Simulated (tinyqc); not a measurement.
# Chemically amplified photoresist: aerial image, acid generation, bake, development and line width, step by step

A worked calculation. Computed by tinyqc, a small Python program that keeps every step. Command: `OMP_NUM_THREADS=1 python tinyqc.py 3022635 3022636 out.jsonl resist walk`. One thread of a shared host (Intel(R) Xeon(R) Processor @ 2.30GHz), about 0.02 s of CPU time with the checks. Intermediate numbers are printed to about 6 digits and carried at full precision; extremes and crossings named in words are read from the listed rows.

Lines and spaces of pitch p with a two-beam-like image; x = 0 is the middle of the bright space. The resist is positive and treated as uniform in depth.

Inputs (values chosen for the exercise, for a model resist at 248 nm):
```
quantity,value,unit
pitch p,350,nm
image contrast c,0.89,-
mean dose E,4.15,mJ/cm^2
Dill parameter C,0.036,cm^2/mJ
"quencher load q, relative to the acid generator",0.071,-
acid diffusivity D,11,nm^2/s
bake time t,90,s
amplification rate k_amp,0.022,1/s
threshold protection m_th,0.62,-
development selectivity n,3,-
largest rate r_max,1400,nm/s
smallest rate r_min,0.13,nm/s
resist thickness d,430,nm
development time t_d,30,s
photon energy,5,eV
absorption coefficient alpha,1.1,1/um
```

## Acid image and its blur

Dose E(x) = E [1 + c cos(2 pi x/p)]; acid h = 1 - exp(-C E(x)). Bake: the acid image is blurred by a Gaussian of variance sigma^2 = 2 D t (each Fourier term k of h, taken on 64 points, is multiplied by exp(-4 pi^2 k^2 D t/p^2)). Cosine coefficients: h(x) = sum_k h_k cos(2 pi k x/p).

diffusion length sigma = sqrt(2 D t) = 44.4972 nm

h_0 to h_4 before the bake: [0.134965, 0.114767, -0.003812, 0.000084, -0.000001]

h_0 to h_4 after the blur: [0.134965, 0.083417, -0.001064, 0.000005, 0.000000]

blur factor of the first harmonic = 0.726839

sigma/p = 0.127; the blur keeps 73 % of the modulation.

## From image to dissolution rate

The quencher then removes q, h_eff = max(h_blurred - q, 0); protection m = exp(-k_amp t h_eff). Mack rate r = r_max (a + 1)(1 - m)^n/(a + (1 - m)^n) + r_min, a = ((n + 1)/(n - 1))(1 - m_th)^n.

Across half a pitch:
```
x/p,x (nm),dose (mJ/cm^2),blurred acid,protection m,rate (nm/s)
0.00,0.0,7.84350,0.217322,0.74847,1.96879e+02
0.05,17.5,7.66273,0.213441,0.75425,1.85214e+02
0.10,35.0,7.13810,0.202120,0.77135,1.52746e+02
0.15,52.5,6.32098,0.184320,0.79902,1.07148e+02
0.20,70.0,5.29135,0.161599,0.83578,6.03915e+01
0.25,87.5,4.15000,0.136029,0.87919,2.46985e+01
0.30,105.0,3.00865,0.110052,0.92559,5.94060e+00
0.35,122.5,1.97902,0.086267,0.97022,5.03639e-01
0.40,140.0,1.16190,0.067152,1.00000,1.30000e-01
0.45,157.5,0.63727,0.054767,1.00000,1.30000e-01
0.50,175.0,0.45650,0.050479,1.00000,1.30000e-01
```

The dose varies by a factor 17.18 across the pattern and the rate by 1510.

## Space width and dose latitude

Edge: vertical development clears the film where r t_d >= d; the space width is twice the x where r = d/t_d. Dose sensitivity = d ln(width)/d ln E from widths at 1.005 E and E/1.005; image log-slope at the edge = |d ln E/dx|, normalised by the width (NILS); latitude for 10 % of width = 10 %/sensitivity.

space width = 190.467 nm

dose sensitivity = 0.799078

NILS = 3.43720

dose latitude = 12.5144 %

At the same width a resist without blur would give a sensitivity 2/NILS = 0.582; the blur multiplies it by 1.37. Caution: lateral development, standing waves and the joint diffusion of acid and quencher are left out, so widths are indicative.

## Photon statistics at the edge

The edge lies at x = width/2. Absorbed photons per volume N = E(edge) alpha/(photon energy), 1 mJ/cm^2 = 62.41509 eV/nm^2, alpha in 1/nm; a Gaussian blur averages over a volume V = (2 sqrt(pi) sigma)^3; relative noise 1/sqrt(N V); edge noise sigma_x = (dh/d ln E) noise/|dh/dx|, with both derivatives of the blurred acid at the edge.

absorbed photons N = 0.0499664 1/nm^3

photons in the blur volume = 196106

edge noise from photons = 0.171840 nm

Caution: the noise counts photons alone (acid and quencher statistics add to it) and takes the film as thicker than the blur; a thinner film averages in two dimensions only.

## Blur against noise

For each sigma the edge is held at x = p/4; N is taken at the mean dose; edge noise = (dh/d ln E)/(sqrt(N V) |dh/dx|), both derivatives taken of the blurred acid, V = (2 sqrt(pi) sigma)^3, N = E alpha/(photon energy), 1 mJ/cm^2 = 62.41509 eV/nm^2.

Trade-off:
```
sigma/p,sigma (nm),blur factor,photons in V,edge noise (nm)
0.02,7.0,0.992135,8.70702e+02,2.13400
0.04,14.0,0.968911,6.96561e+03,0.76858
0.07,24.5,0.907808,3.73313e+04,0.35014
0.10,35.0,0.820869,1.08838e+05,0.22381
0.14,49.0,0.679167,2.98651e+05,0.16101
0.18,63.0,0.527530,6.34741e+05,0.14107
0.22,77.0,0.384667,1.15890e+06,0.14272
0.27,94.5,0.237168,2.14225e+06,0.17007
0.33,115.5,0.116531,3.91130e+06,0.25611
```

The noise is least near sigma/p = 0.18 among these rows. More diffusion averages over more photons (noise falls as sigma^(-3/2)) until it erases the image slope (factor exp(-2 pi^2 sigma^2/p^2)); for a pure cosine the two balance at sigma/p = sqrt(3/8)/pi = 0.195. Caution: for a film thinner than the blur the noise falls as 1/sigma only, and the optimum moves to sigma/p = 1/(2 pi) = 0.159.

Checks made by the program: sensitivity 2/NILS in the limit of no diffusion (relative difference 9e-07).
